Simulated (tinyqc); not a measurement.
# Resistance of a tapered via with liner, size effect and interface: several studies

A round via whose diameter grows from db at the bottom as D(z) = db + 2 z/tan(ang). The fill, of diameter D - 2 tl, starts above the bottom liner (thickness fb tl) and has rho = rho0 (1 + ks lam/(D - 2 tl)); the sidewall liner conducts in parallel with it. The bottom liner and the interface are crossed over the full area pi db^2/4. Spreading in the lines above and below is left out.

Values chosen for this exercise; fill metal close to ruthenium:
```
symbol,value,unit,meaning
db,39,nm,diameter at the bottom
hv,140,nm,height
ang,85,degrees,sidewall angle
rho0,7.62,uohm cm,bulk resistivity of the fill
lam,6.41,nm,mean free path of the fill
ks,0.7,,size-effect factor
tl,0.1,nm,liner on the sidewall
fb,0.5,,liner at the bottom over that on the sidewall
rl,240,uohm cm,resistivity of the liner
ri,1.2e-12,ohm cm^2,interface resistivity at the bottom
Sb,1.5e15,S/m^2,"ballistic conductance per area, about 3/(4 rho0 lam)"
rho2,5.26,uohm cm,bulk resistivity of the second fill (close to tungsten)
lam2,15.7,nm,its mean free path
tl2,1.9,nm,its liner
```

Each table varies one quantity; the others keep the values above.

## Via resistance against the diameter at the bottom

Slices between z0 = fb tl and hv, evaluated at their midpoints: conductance per length pi/4 [(D - 2 tl)^2/rho + (D^2 - (D - 2 tl)^2)/rl], slice resistance = slice height over that. 2000 slices. R_fill = sum of the slices; R_bottom = rl fb tl/(pi db^2/4); R_interface = ri/(pi db^2/4); ballistic (Sharvin) limit 1/(Sb pi (db - 2 tl)^2/4); ideal cylinder rho0 hv/(pi db^2/4).

Via resistance against the diameter at the bottom:
```
db (nm),R_fill (ohm),R_bottom (ohm),R_interface (ohm),R (ohm),ballistic limit (ohm),R over ideal cylinder,largest part
6,112.4,4.244,4.244,120.9,25.23,0.3205,fill
8.3,69.02,2.218,2.218,73.46,12.94,0.3726,fill
11,45.19,1.263,1.263,47.72,7.277,0.4251,fill
16,25.51,0.5968,0.5968,26.70,3.400,0.5033,fill
22,15.48,0.3157,0.3157,16.11,1.786,0.5739,fill
30,9.364,0.1698,0.1698,9.703,0.9558,0.6429,fill
42,5.326,0.08661,0.08661,5.499,0.4858,0.7142,fill
58,3.042,0.04542,0.04542,3.133,0.2541,0.7759,fill
80,1.712,0.02387,0.02387,1.760,0.1333,0.8291,fill
```

R falls from 121 to 1.76 ohm. The fill is the largest part at db = 6 and in all other rows. R goes as db^(-1.54) between the first two rows and db^(-1.79) between the last two; area alone gives -2.

## Via resistance against the interface resistivity at the bottom

Same model as above.

2000 slices.

The same in every row: R_fill (ohm) = 6.041; R_bottom (ohm) = 0.1005; ballistic limit (ohm) = 0.5638.

Via resistance against the interface resistivity at the bottom:
```
ri (ohm cm^2),R_interface (ohm),R (ohm),R over ideal cylinder,largest part
2e-13,0.01674,6.158,0.6896,fill
5e-13,0.04186,6.183,0.6924,fill
1e-12,0.08371,6.225,0.6971,fill
2e-12,0.1674,6.309,0.7065,fill
6e-12,0.5023,6.644,0.7440,fill
1e-11,0.8371,6.979,0.7815,fill
3e-11,2.511,8.653,0.9689,fill
```

What does the comparison show?

R rises from 6.16 to 8.65 ohm. The fill is the largest part at ri = 2e-13 and in all other rows. The share of the two bottom terms goes from 1.90 to 30.2 %.

## Two fill metals against the diameter

2000 slices. R_fill = sum of the slices; R_bottom = rl fb tl/(pi db^2/4); R_interface = ri/(pi db^2/4). The second fill has rho2, lam2 and tl2 in place of rho0, lam and tl.

Two fill metals against the diameter:
```
db (nm),"R, first fill (ohm)","R, second fill (ohm)",ratio second/first
6,120.91,489.06,4.0447
8.5,70.828,183.83,2.5954
12,41.740,81.536,1.9534
17,24.277,38.910,1.6028
24,13.994,19.424,1.3880
35,7.4984,9.2469,1.2332
49,4.2123,4.7936,1.1380
70,2.2400,2.3881,1.0661
100,1.1693,1.1868,1.0150
```

What does the comparison show?

The ratio goes from 4.04 to 1.02. The first fill gives the lower R in every row. Ratios within a few per cent of 1 are a tie, given that ballistic terms are left out.

Numbers from tinyqc (`OMP_NUM_THREADS=1 python tinyqc.py 2750207 2750208 out.jsonl`; about 0.01 s on one thread of a shared Intel Xeon 2.30GHz).
